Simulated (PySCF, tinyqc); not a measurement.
RHF in the sto-3g basis, for H4, spin multiplicity 1, step by step. The lowest restricted solution is unstable here: a spin-polarised one lies 0.0207 hartree lower (PySCF). One step of it, computed by the program tinyqc.

Task: Iteration 1: building the Fock matrix. J_ij = sum D_kl (ij|kl), K_ij = sum D_kl (ik|jl); F = H + J - 0.5 K; E = tr D H + tr D J / 2 - 0.25 tr D K + E_nn.

D at the start, order 1H 1s, 2H 1s, 3H 1s, 4H 1s:
$$\begin{pmatrix}
0.806065 & 0.806065 & -0.339613 & -0.339613 \\
0.806065 & 0.806065 & -0.339613 & -0.339613 \\
-0.339613 & -0.339613 & 0.806065 & 0.806065 \\
-0.339613 & -0.339613 & 0.806065 & 0.806065
\end{pmatrix}$$

core Hamiltonian H = T + V (hartree), order 1H 1s, 2H 1s, 3H 1s, 4H 1s:
$$\begin{pmatrix}
-1.769969 & -1.111115 & -0.871951 & -0.576739 \\
-1.111115 & -1.769969 & -0.576739 & -0.871951 \\
-0.871951 & -0.576739 & -1.769969 & -1.111115 \\
-0.576739 & -0.871951 & -1.111115 & -1.769969
\end{pmatrix}$$

Two-electron integrals (ij|kl) in chemists' order, unique and non-zero (hartree):
```
(11|11) 0.774606   (21|11) 0.318650   (21|21) 0.166335   (22|11) 0.484605
(22|21) 0.318650   (22|22) 0.774606   (31|11) 0.231159   (31|21) 0.101990
(31|22) 0.165593   (31|31) 0.094409   (32|11) 0.122232   (32|21) 0.065502
(32|22) 0.128504   (32|31) 0.051287   (32|32) 0.033058   (33|11) 0.421201
(33|21) 0.197473   (33|22) 0.337670   (33|31) 0.231159   (33|32) 0.128504
(33|33) 0.774606   (41|11) 0.128504   (41|21) 0.065502   (41|22) 0.122232
(41|31) 0.051287   (41|32) 0.032662   (41|33) 0.122232   (41|41) 0.033058
(42|11) 0.165593   (42|21) 0.101990   (42|22) 0.231159   (42|31) 0.068177
(42|32) 0.051287   (42|33) 0.165593   (42|41) 0.051287   (42|42) 0.094409
(43|11) 0.197473   (43|21) 0.103653   (43|22) 0.197473   (43|31) 0.101990
(43|32) 0.065502   (43|33) 0.318650   (43|41) 0.065502   (43|42) 0.101990
(43|43) 0.166335   (44|11) 0.337670   (44|21) 0.197473   (44|22) 0.421201
(44|31) 0.165593   (44|32) 0.122232   (44|33) 0.484605   (44|41) 0.128504
(44|42) 0.231159   (44|43) 0.318650   (44|44) 0.774606
```

nuclear repulsion = 2.65804648 hartree

Give: Coulomb J; exchange K; Fock matrix F; total energy of this density.

Result:

Coulomb J (hartree), order 1H 1s, 2H 1s, 3H 1s, 4H 1s:
$$\begin{pmatrix}
2.0190 & 1.0398 & 0.7884 & 0.5011 \\
1.0398 & 2.0190 & 0.5011 & 0.7884 \\
0.7884 & 0.5011 & 2.0190 & 1.0398 \\
0.5011 & 0.7884 & 1.0398 & 2.0190
\end{pmatrix}$$

exchange K (hartree), order 1H 1s, 2H 1s, 3H 1s, 4H 1s:
$$\begin{pmatrix}
1.0995 & 0.8931 & 0.4494 & 0.3909 \\
0.8931 & 1.0995 & 0.3909 & 0.4494 \\
0.4494 & 0.3909 & 1.0995 & 0.8931 \\
0.3909 & 0.4494 & 0.8931 & 1.0995
\end{pmatrix}$$

Fock matrix F (hartree), order 1H 1s, 2H 1s, 3H 1s, 4H 1s:
$$\begin{pmatrix}
-0.3008 & -0.5179 & -0.3083 & -0.2711 \\
-0.5179 & -0.3008 & -0.2711 & -0.3083 \\
-0.3083 & -0.2711 & -0.3008 & -0.5179 \\
-0.2711 & -0.3083 & -0.5179 & -0.3008
\end{pmatrix}$$

total energy of this density = -1.928891 hartree
